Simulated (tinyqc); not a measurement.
Thermoelectric coefficients of one resonant level, Landauer integrals: two steps of the calculation.

Transmission X(x) = (g/2)^2/[(x - y)^2 + (g/2)^2] with x = (E - EF)/kB T, two spin channels. I_k = int X x^k w dx over all x, w = 1/(4 cosh^2(x/2)).

Values chosen for this exercise: temperature T = 4 K; full width of the level over kB T g = 0.31; level position (E0 - EF)/kB T y = 4.9; phonon heat conductance in units of pi^2 kB^2 T/(3 h) kp = 0.3.

Constants: q = 1.602176634e-19 C, kB = 1.380649e-23 J/K, h = 6.62607015e-34 J s. Results are converted to the units shown.

Question 1. Coefficients. G = (2 q^2/h) I_0, S = -(kB/q) I_1/I_0, L/L0 = [I_2/I_0 - (I_1/I_0)^2]/(pi^2/3), K_e = (2 kB^2 T/h)(I_2 - I_1^2/I_0), ZT = G S^2 T/(K_e + K_ph), K_ph = kp pi^2 kB^2 T/(3 h).

converged I_0, I_1, I_2: [0.0049177808, 0.018423262, 0.086378898]

Wanted: G; S; L/L0; K_e; ZT; ZT without phonons.

Answer 1.

G = 0.3810 uS
S = -322.8 uV/K
L/L0 = 1.073
K_e = 0.03995 pW/K
ZT = 0.1351
ZT without phonons = 3.976

The level lies above EF, so S is negative (electron-like). A level of zero width would give -(kB/q) y = -422 uV/K; S is 24 % below that in size.

Question 2. Two limits for S. Narrow level: S = -(kB/q) y. Mott formula: S = -(pi^2/3)(kB/q) d ln X/dx at x = 0 = -(pi^2/3)(kB/q) 2 y/[y^2 + (g/2)^2].

Wanted: narrow-level S; Mott S.

Answer 2.

narrow-level S = -422.25 uV/K
Mott S = -115.60 uV/K

The integrals give -323 uV/K; the Mott value is 0.36 times that in size.

Computed by the program tinyqc: `OMP_NUM_THREADS=1 python tinyqc.py 2800046 2800047 out.jsonl`, one thread of a shared Intel Xeon 2.30GHz, about 0.02 s for the whole run.
